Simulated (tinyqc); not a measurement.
Worked calculation: two-band k.p model of the Delta valleys near the X point under shear strain. Values are carried at full precision from step to step, so a last printed digit may differ when a step is redone from the rounded ones.

Constants: hbar^2/2m0 = 3.80998211 eV angstrom^2.

Inputs chosen for the exercise (near those of Si; the results hold for these values, not for the real material): a = 5.42 angstrom (lattice constant); ml = 0.916 m0 (longitudinal mass); mt = 0.191 m0 (transverse mass); kx0 = 0.148 2 pi/a (distance of the minimum from X); D = 14.2 eV (shear deformation potential); Mp = 0.225 m0 (coupling mass); exy = 0.0025 (shear strain); k = (-0.027, 0.074, 0.212) 1/angstrom (wave vector from X).

## Scales

k0 = kx0 2 pi/a; Delta = 2 c k0^2/ml with c = hbar^2/2m0, half the splitting of the two bands at k0; eta = D exy/Delta measures the shear coupling against it.

k0 = 0.17157 1/angstrom
Delta = 0.24487 eV
eta = 0.1450
splitting of the two bands at X, 2 |D exy| = 0.0710 eV

## The Hamiltonian at one k

Valley pair on the [001] axis, kz counted from the X point, c = hbar^2/2m0, k0 = kx0 2 pi/a. H = (c kz^2/ml + c (kx^2 + ky^2)/mt + c k0^2/ml) 1 + (2 c k0 kz/ml) sigma_z + (D exy - 2 c kx ky/Mp) sigma_x, so E = c kz^2/ml + c (kx^2 + ky^2)/mt + c k0^2/ml -/+ sqrt((2 c k0 kz/ml)^2 + (D exy - 2 c kx ky/Mp)^2). Without strain the lower band has its minima, E = 0, at kz = +/- k0. Shifts from diagonal strain are left out.

Fill in the 2 x 2 matrix (sigma_z diagonal) and give its levels.

H(k) (eV):
```
        1       2
1  0.7357  0.1032
2  0.1032  0.1306
```

levels (eV): 0.1135  0.7528

## Position, depth and masses of the minimum

For |eta| < 1: k_min = k0 sqrt(1 - eta^2), E_min = -Delta eta^2/2, ml(eta) = ml/(1 - eta^2), 1/m[110] = 1/mt + eta/Mp, 1/m[1-10] = 1/mt - eta/Mp. For |eta| > 1 the minimum sits at X: E_min = -Delta (2 |eta| - 1)/2, ml(eta) = ml/(1 - 1/|eta|), and eta is replaced by its sign in the transverse masses.

k_min = 0.1698 1/angstrom
E_min = -2.57 meV
ml(eta) = 0.936 m0

masses along [110] and [1-10] (m0): 0.1701  0.2178

The minimum has moved 1.1 % of the way to X; electrons are lighter along [110] (-11.0 % against mt) and heavier across (+14.0 %).

## The two bands along kz

kx = ky = 0, kz from 0 to 1.6 k0 in steps of 0.2 k0, with and without the strain.

Levels (eV):

| kz/k0 | kz (1/angstrom) | lower | upper | lower, no strain | upper, no strain |
|---|---|---|---|---|---|
| 0.0 | 0.0000 | 0.0869 | 0.1579 | 0.1224 | 0.1224 |
| 0.2 | 0.0343 | 0.0668 | 0.1878 | 0.0784 | 0.1763 |
| 0.4 | 0.0686 | 0.0378 | 0.2462 | 0.0441 | 0.2400 |
| 0.6 | 0.1029 | 0.0154 | 0.3177 | 0.0196 | 0.3134 |
| 0.8 | 0.1373 | 0.0017 | 0.3999 | 0.0049 | 0.3967 |
| 1.0 | 0.1716 | -0.0026 | 0.4923 | 0.0000 | 0.4897 |
| 1.2 | 0.2059 | 0.0028 | 0.5947 | 0.0049 | 0.5926 |
| 1.4 | 0.2402 | 0.0178 | 0.7071 | 0.0196 | 0.7052 |
| 1.6 | 0.2745 | 0.0425 | 0.8293 | 0.0441 | 0.8277 |

## Checks

- Depth of the minimum by numerical search against the closed form (eV): both -0.002573.
- Mass along [110] by finite differences against the closed form: both 0.1701.

Program tinyqc; command `OMP_NUM_THREADS=1 python tinyqc.py 1080819 1080820 out.jsonl`; about 0.01 s on one thread of a shared Intel(R) Xeon(R) Processor @ 2.30GHz.
